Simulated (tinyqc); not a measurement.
Permittivity and interface capacitance from two thicknesses.

Question. 1/C = t/(eps0 ek) + 2/ci for planar capacitors that differ only in thickness. Find ek, ci and the EOT of the interfaces, 2 x 3.9 eps0/ci.

Constants: eps0 = 8.8541878128e-14 F/cm where lengths are in cm. Results are converted to the units shown.

C at t = 7.8 and 23 nm (uF/cm^2): [3.5015101, 1.2089890]

Solution. 1/C is a straight line in t: the slope gives ek and the intercept 2/ci. A single thickness would give only the effective permittivity; when the interfaces are a small part of 1/C, ci needs very accurate data.

ek = 31.7
ci = 260 uF/cm^2
EOT of the interfaces = 0.0266 nm

Program tinyqc, `OMP_NUM_THREADS=1 python tinyqc.py 2102083 2102084 out.jsonl`; Intel Xeon 2.30GHz, shared host, one thread, about 0.01 s.
